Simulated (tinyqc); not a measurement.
Reverse leakage of an n+-p junction: diffusion, generation, trap-assisted and band-to-band tunnelling: two steps of the calculation.

One-sided abrupt junction in the depletion approximation, x from the junction (0) to W on the p side, field F = F0 (1 - x/W). Flat quasi-Fermi levels, long p side. Traps generate through SRH with both lifetimes shortened by 1 + Gamma (Hurkx enhancement, form for moderate fields); band-to-band generation is local and needs a total bending above Eg.

Parameters, values chosen for the exercise; band and dielectric values close to those of silicon:
```
symbol    value    unit                                             meaning
T           300       K                                         temperature
Eg         1.11      eV                                            band gap
eps_r      11.8                                       relative permittivity
Nc      2.83e19   cm^-3              conduction-band density of states at T
Nv      2.68e19   cm^-3                 valence-band density of states at T
Na       5.4e17   cm^-3                acceptor density of the lighter side
Nd         1e20   cm^-3                   donor density of the heavier side
tau        3e-6       s         SRH lifetime of both carriers at zero field
mt         0.27      m0                                     tunnelling mass
Dn           14  cm^2/s  electron diffusion coefficient on the lighter side
VR          0.6       V                                        reverse bias
```

Constants: q = 1.602176634e-19 C, kB = 1.380649e-23 J/K, hbar = 1.054571817e-34 J s, m0 = 9.1093837015e-31 kg, Vt = kB T/q, eps0 = 8.8541878128e-14 F/cm where lengths are in cm. Results are converted to the units shown.

Problem 1. Field, scales and diffusion current. ni = sqrt(Nc Nv) exp(-Eg/(2 Vt)), Eg in volts; Vbi = Vt ln(Na Nd/ni^2); W = sqrt(2 eps0 eps_r (Vbi + VR)/(q Na)); F0 = 2 (Vbi + VR)/W; FG = sqrt(24 mt m0 (kB T)^3)/(q hbar); J_diff = q ni^2 sqrt(Dn/tau)(1 - exp(-VR/Vt))/Na.

Give: ni; Vbi; W; F0; FG; J_diff.

Solution 1.

ni = 1.307e10 cm^-3
Vbi = 1.042 V
W = 62.97 nm
F0 = 521.4 kV/cm
FG = 383.3 kV/cm
J_diff = 1.095e-13 A/cm^2

Problem 2. Current components. u = (Vbi + VR)(1 - x/W)^2, p = Na exp(-u/Vt), n = Nd exp((u - Vbi - VR)/Vt); G0 = ni^2 (1 - exp(-VR/Vt))/(tau (n + p + 2 ni cosh(Et/Vt))); Gamma = 2 sqrt(3 pi)(F/FG) exp((F/FG)^2); trap-assisted part G0 Gamma; G_bb = Ab F^2.5 exp(-Bb/F) with F in V/cm, zero unless Vbi + VR > Eg, and counted as zero under 1 cm^-3 s^-1. 16 equal steps.

Each current is q times the trapezoid sum of its rate; J adds J_diff; J_bb under 1e-8 of the sum is given as 0.

```
point     x (nm)  G0 (cm^-3 s^-1)  G0 Gamma (cm^-3 s^-1)  G_bb (cm^-3 s^-1)
0       0.000000      5.6966651e5            3.0275835e7       3.4476677e13
1       3.935538      1.2453464e9           4.9592743e10       2.6860831e12
2       7.871076     1.6564080e12           4.9921993e13       1.4707667e11
3      11.806614     8.3106005e14           1.9134222e16        5.2221605e9
4      15.742152     2.1716752e15           3.8523728e16        1.0802090e8
5      19.677690     2.1787838e15           3.0002316e16        1.1250093e6
6      23.613229     2.1780532e15           2.3425605e16          4810.8083
7      27.548767     2.0974446e15           1.7697355e16                 ~0
8      31.484305     5.9998836e14           3.9796035e15                  0
9      35.419843     1.9864701e13           1.0344210e14                  0
10     39.355381     7.9688236e11           3.2378121e12                  0
11     43.290919     5.2059333e10           1.6279547e11                  0
12     47.226457      5.5837547e9           1.3088992e10                  0
13     51.161995      9.8357679e8            1.6438955e9                  0
14     55.097533      2.8454568e8            3.0579480e8                  0
15     59.033071      1.3519424e8            7.1086698e7                  0
16     62.968609      1.0549379e8                      0                  0
```

J_diff = 1.0953728e-13 A/cm^2

Wanted: J_SRH; J_TAT; J_bb; J.

Solution 2.

J_SRH = 6.355e-10 A/cm^2
J_TAT = 8.381e-9 A/cm^2
J_bb = 1.266e-12 A/cm^2
J = 9.018e-9 A/cm^2

Range of the model: The n+ side is degenerate, so Vbi from Boltzmann statistics is only a guide.

Numbers from tinyqc (`OMP_NUM_THREADS=1 python tinyqc.py 2290149 2290150 out.jsonl`; about 0.01 s on one thread of a shared Intel Xeon 2.30GHz).

~0 in a residual or rate marks an entry under 1e-11 of the largest of its column.
